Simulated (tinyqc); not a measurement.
Inside a calculation. Method: Hubbard chain of 6 sites. One step of it, computed by the program tinyqc.

Problem. Mean-field iteration 2. H(up) = T + U n(down), H(down) = T + U n(up); fill the lowest levels; n(new) = n + mixing (n(out) - n); E = tr T (rho up + rho down) + U sum n_up n_down of the output.

one-body matrix (hopping and site energies) (eV), lower triangle:
```
,1,2,3,4,5,6
1,0.000000
2,-1.160000,0.000000
3,0.000000,-1.160000,0.000000
4,0.000000,0.000000,-1.160000,0.000000
5,0.000000,0.000000,0.000000,-1.160000,0.000000
6,0.000000,0.000000,0.000000,0.000000,-1.160000,0.000000
```

U = 8.600000 eV

electrons, up and down: 3  3

mixing = 0.500000

n(up) after iteration 1: 1 0.965050, 2 0.044321, 3 0.956218, 4 0.043782, 5 0.955679, 6 0.034950

n(down) after iteration 1: 1 0.034950, 2 0.955679, 3 0.043782, 4 0.956218, 5 0.044321, 6 0.965050

Give: levels, up; levels, down; energy; n(up) after iteration 2; n(down) after iteration 2.

Solution.

levels, up (eV): -0.153  0.092  0.308  8.292  8.508  8.753

levels, down (eV): -0.153  0.092  0.308  8.292  8.508  8.753

energy = -1.541 eV

n(up) after iteration 2: 1 0.973, 2 0.041, 3 0.960, 4 0.040, 5 0.959, 6 0.027

n(down) after iteration 2: 1 0.027, 2 0.959, 3 0.040, 4 0.960, 5 0.041, 6 0.973
